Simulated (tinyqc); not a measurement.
Thermal stress, cracking, delamination and buckling of a thin film; Griffith cracks and misfitting inclusions. Which input was changed? Computed by tinyqc, a small Python program. Command: `OMP_NUM_THREADS=1 python tinyqc.py 3007125 3007126 out.jsonl filmcrack which`. One thread of a shared host (Intel(R) Xeon(R) Processor @ 2.30GHz), about 0.05 s of CPU time with the checks.

Isotropic linear elasticity; the substrate is much thicker than the film; stress is positive in tension.

Inputs (values chosen for the exercise, modelled on a silicon dioxide film on silicon):

| quantity | value | unit |
|---|---|---|
| film Young's modulus E | 73.3 | GPa |
| film Poisson ratio nu | 0.17 | - |
| film expansion alpha_f | 0.557 | 1e-6/K |
| substrate expansion alpha_s | 3.2 | 1e-6/K |
| deposition temperature T_d | 1050 | K |
| final temperature T | 300 | K |
| intrinsic stress | -170 | MPa |
| film thickness h | 0.14 | micrometre |
| half width of a debonded strip w | 6.4 | micrometre |

Method. Thermal strain = (alpha_f - alpha_s)(T_d - T); stress = E/(1 - nu) x strain + intrinsic stress; plane-strain modulus Ebar = E/(1 - nu^2); G0 = stress^2 h/(2 Ebar) is the energy freed per area when a long strip loses its stress across its width. A strip of half width w clamped at both edges buckles at sigma_c = (pi^2/12) Ebar (h/w)^2. Above it: height = h sqrt((4/3)(|s|/sigma_c - 1)), driving force at the edges G = G0 (1 - sigma_c/|s|)(1 + 3 sigma_c/|s|); below it both are 0. The smallest strip that buckles has w0 = pi h sqrt(Ebar/(12 |s|)).

Question. One of these inputs alone was changed, within the range given: substrate expansion alpha_s (1.6 to 6.4); intrinsic stress (-340 to -85); film thickness h (0.07 to 0.28); half width of a debonded strip w (3.2 to 12.8). Which one, and to what value?

Results:

| run | driving force at the edges (J/m^2) | film stress (MPa) | smallest buckling half width w0 (micrometre) |
|---|---|---|---|
| before | 0.1269763 | -345.0589 | 1.877849 |
| after | 0.1213562 | -345.0589 | 1.877849 |

Answer.

Each candidate set to reproduce driving force at the edges, and what it then gives:

| candidate | range searched | value needed | film stress (MPa) | smallest buckling half width w0 (micrometre) |
|---|---|---|---|---|
| substrate expansion alpha_s (1e-6/K) | 1.6 to 6.4 | 3.077 | -336.88 | 1.9005 |
| intrinsic stress (MPa) | -340 to -85 | -161.8 | -336.88 | 1.9005 |
| film thickness h (micrometre) | 0.07 to 0.28 | 0.1349 | -345.06 | 1.8093 |
| half width of a debonded strip w (micrometre) | 3.2 to 12.8 | 8.090 | -345.06 | 1.8778 |

Only half width of a debonded strip w fits every result: it went from 6.4 to 8.09 micrometre. The next best candidate, substrate expansion alpha_s, misses one result by 2.4 %.

Caution: at a stress above 0.4 % of E a ductile film would yield, and the elastic value is then an upper bound; a brittle film in tension cracks instead.
